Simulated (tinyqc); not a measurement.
Chemical vapour deposition: Grove model, boundary layer, depletion and step coverage: one step, computed by the program tinyqc.

A precursor diffuses to the surface and reacts there at first order; each molecule that reacts adds one formula unit of film.

Task: Step coverage in a trench. In a long trench of width w and depth l = aspect ratio x w: Knudsen diffusivity D_K = (2w) c/3 (hydraulic diameter 2w), combined as 1/D_e = 1/D_K + 1/D; D_e d2C/dz2 = 2 k_s C/w with D_e dC/dz = -k_s C at the floor. With m = sqrt(2 k_s/(w D_e)): C(floor)/C(top) = 1/[cosh(m l) + (k_s/(D_e m)) sinh(m l)].

Inputs (values chosen for the exercise, close to those used for tungsten from its fluoride): temperature T = 540 C; trench width w = 0.22 um; aspect ratio of the trench = 25.

Reactor: horizontal, reduced pressure.

mean speed c = 24036.12 cm/s

gas diffusivity D = 39.44271 cm^2/s

surface rate constant k_s = 0.04430902 cm/s

Give: Knudsen diffusivity D_K; effective diffusivity D_e; modulus m l; step coverage.

Result:

Knudsen diffusivity D_K = 0.35253 cm^2/s

effective diffusivity D_e = 0.34941 cm^2/s

modulus m l = 0.059054

step coverage = 0.99819

Caution: the hydraulic-diameter form of D_K is rough for a slit.
